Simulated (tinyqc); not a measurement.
Complex band structure along [001] in sp3s* tight binding: one step. The layer matrices. Five cases, with inputs chosen for the exercise.

Task: Parameters in the order Esa, Epa, Esc, Epc, Exa, Exc, Vss, Vxx, Vxy, Vsapc, Vscpa, Vxapc, Vpaxc. Form H0 and T.

For k = (0, 0, kz) the phase sums are g0 = cos(phi) and g3 = i sin(phi), phi = kz a/4, and the s, pz, s* orbitals of anion (a) and cation (c) decouple from px, py. With z = exp(i phi), H(z) = H0 + z T + T^T/z for any complex z. H0 is diagonal (Esa, Epa, Exa, Esc, Epc, Exc). The anion-cation block is B(z) = z U + W/z and the cation-anion block z W^T + U^T/z, where U has Vss/2 (s,s), Vsapc/2 (s,z), -Vscpa/2 (z,s), Vxx/2 (z,z), Vxapc/2 (s*,z), -Vpaxc/2 (z,s*), and W has the same values with the s-z and s*-z signs reversed. |z| = 1 is a band state, |z| < 1 decays along [001] as exp(-kappa d) over a distance d, kappa = -(4/a) ln|z|. No spin-orbit coupling.

Give: diagonal of H0; T.

Case 1.

Values chosen (out of a larger set: near a published set for Ge, fitted to gaps, whose masses and valley positions are rough (light masses up to twice too heavy); not measured data): p = (-5.902, 1.609, -5.902, 1.609, 6.436, 6.436, -6.825, 1.607, 4.935, 5.449, 5.449, 5.209, 5.209) eV (order Esa, Epa, Esc, Epc, Exa, Exc, Vss, Vxx, Vxy, Vsapc, Vscpa, Vxapc, Vpaxc).

Result:

diagonal of H0 (eV): sa -5.9020, za 1.6090, s*a 6.4360, sc -5.9020, zc 1.6090, s*c 6.4360

T (eV):
```
          sa      za      s*a       sc      zc      s*c
sa    0.0000  0.0000   0.0000  -3.4125  2.7245   0.0000
za    0.0000  0.0000   0.0000  -2.7245  0.8035  -2.6045
s*a   0.0000  0.0000   0.0000   0.0000  2.6045   0.0000
sc   -3.4125  2.7245   0.0000   0.0000  0.0000   0.0000
zc   -2.7245  0.8035  -2.6045   0.0000  0.0000   0.0000
s*c   0.0000  2.6045   0.0000   0.0000  0.0000   0.0000
```

Case 2.

Values chosen (out of a larger set: near a published set for Ge, fitted to gaps, whose masses and valley positions are rough (light masses up to twice too heavy); not measured data): p = (-5.937, 1.616, -5.937, 1.616, 6.462, 6.462, -6.714, 1.598, 4.938, 5.457, 5.457, 5.248, 5.248) eV (order Esa, Epa, Esc, Epc, Exa, Exc, Vss, Vxx, Vxy, Vsapc, Vscpa, Vxapc, Vpaxc).

Result:

diagonal of H0 (eV): sa -5.9370, za 1.6160, s*a 6.4620, sc -5.9370, zc 1.6160, s*c 6.4620

T (eV):
```
          sa      za      s*a       sc      zc      s*c
sa    0.0000  0.0000   0.0000  -3.3570  2.7285   0.0000
za    0.0000  0.0000   0.0000  -2.7285  0.7990  -2.6240
s*a   0.0000  0.0000   0.0000   0.0000  2.6240   0.0000
sc   -3.3570  2.7285   0.0000   0.0000  0.0000   0.0000
zc   -2.7285  0.7990  -2.6240   0.0000  0.0000   0.0000
s*c   0.0000  2.6240   0.0000   0.0000  0.0000   0.0000
```

Case 3.

Values chosen (out of a larger set: near a published set for Si, fitted to gaps, whose masses and valley positions are rough (light masses up to twice too heavy); not measured data): p = (-4.208, 1.703, -4.208, 1.703, 6.721, 6.721, -8.349, 1.704, 4.602, 5.716, 5.716, 5.373, 5.373) eV (order Esa, Epa, Esc, Epc, Exa, Exc, Vss, Vxx, Vxy, Vsapc, Vscpa, Vxapc, Vpaxc).

Result:

diagonal of H0 (eV): sa -4.2080, za 1.7030, s*a 6.7210, sc -4.2080, zc 1.7030, s*c 6.7210

T (eV):
```
          sa      za      s*a       sc      zc      s*c
sa    0.0000  0.0000   0.0000  -4.1745  2.8580   0.0000
za    0.0000  0.0000   0.0000  -2.8580  0.8520  -2.6865
s*a   0.0000  0.0000   0.0000   0.0000  2.6865   0.0000
sc   -4.1745  2.8580   0.0000   0.0000  0.0000   0.0000
zc   -2.8580  0.8520  -2.6865   0.0000  0.0000   0.0000
s*c   0.0000  2.6865   0.0000   0.0000  0.0000   0.0000
```

Case 4.

Values chosen (out of a larger set: near a published set for InAs, fitted to gaps, whose masses and valley positions are rough (light masses up to twice too heavy); not measured data): p = (-9.526, 0.911, -2.721, 3.731, 7.409, 6.734, -5.609, 1.837, 4.479, 3.035, 5.435, 3.377, 3.902) eV (order Esa, Epa, Esc, Epc, Exa, Exc, Vss, Vxx, Vxy, Vsapc, Vscpa, Vxapc, Vpaxc).

Result:

diagonal of H0 (eV): sa -9.5260, za 0.9110, s*a 7.4090, sc -2.7210, zc 3.7310, s*c 6.7340

T (eV):
```
          sa      za      s*a       sc      zc      s*c
sa    0.0000  0.0000   0.0000  -2.8045  1.5175   0.0000
za    0.0000  0.0000   0.0000  -2.7175  0.9185  -1.9510
s*a   0.0000  0.0000   0.0000   0.0000  1.6885   0.0000
sc   -2.8045  2.7175   0.0000   0.0000  0.0000   0.0000
zc   -1.5175  0.9185  -1.6885   0.0000  0.0000   0.0000
s*c   0.0000  1.9510   0.0000   0.0000  0.0000   0.0000
```

Case 5.

Values chosen (out of a larger set: near a published set for InAs, fitted to gaps, whose masses and valley positions are rough (light masses up to twice too heavy); not measured data): p = (-9.44, 0.906, -2.742, 3.676, 7.496, 6.789, -5.608, 1.843, 4.432, 3.043, 5.444, 3.409, 3.898) eV (order Esa, Epa, Esc, Epc, Exa, Exc, Vss, Vxx, Vxy, Vsapc, Vscpa, Vxapc, Vpaxc).

Result:

diagonal of H0 (eV): sa -9.4400, za 0.9060, s*a 7.4960, sc -2.7420, zc 3.6760, s*c 6.7890

T (eV):
```
          sa      za      s*a       sc      zc      s*c
sa    0.0000  0.0000   0.0000  -2.8040  1.5215   0.0000
za    0.0000  0.0000   0.0000  -2.7220  0.9215  -1.9490
s*a   0.0000  0.0000   0.0000   0.0000  1.7045   0.0000
sc   -2.8040  2.7220   0.0000   0.0000  0.0000   0.0000
zc   -1.5215  0.9215  -1.7045   0.0000  0.0000   0.0000
s*c   0.0000  1.9490   0.0000   0.0000  0.0000   0.0000
```

Computed by tinyqc, one run a case: `OMP_NUM_THREADS=1 python tinyqc.py N N+1 out.jsonl` with N = 1481869, 1481916, 1481975, 1482073, 1482218; one thread of a shared Intel(R) Xeon(R) Processor @ 2.30GHz, about 0.01 s a run at most.
